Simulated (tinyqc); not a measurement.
Plane-wave Kohn-Sham cycle with exchange-only LDA in a layered model solid, step by step. One step of it, computed by the program tinyqc.

Problem. Iteration 2: Hamiltonian at one k. H(m,m') = (k + G_m)^2/2 delta + V(G_m - G_m'), with V(-G) = V(G).

A solid whose potential varies along x alone (atomic units):
```
parameter                      value
period a                    4.600000
cross-section of the cell  39.000000
electrons per cell                 2
grid points                       16
plane waves -n..n, n               2
k points                           4
V1 in V1 cos(2 pi x/a)     -0.240000
V2 in V2 cos(4 pi x/a)      0.190000
```

V(G_m), m = 0, 1, 2, ... (hartree): -0.216902  -0.120435  0.097558  -0.000135  0.000013

k = 0.125000 2 pi / a

Give: H.

Solution.

H (hartree):
```
         -2       -1       +0       +1       +2
-2   3.0627  -0.1204   0.0976  -0.0001   0.0000
-1  -0.1204   0.4973  -0.1204   0.0976  -0.0001
+0   0.0976  -0.1204  -0.2023  -0.1204   0.0976
+1  -0.0001   0.0976  -0.1204   0.9637  -0.1204
+2   0.0000  -0.0001   0.0976  -0.1204   3.9955
```
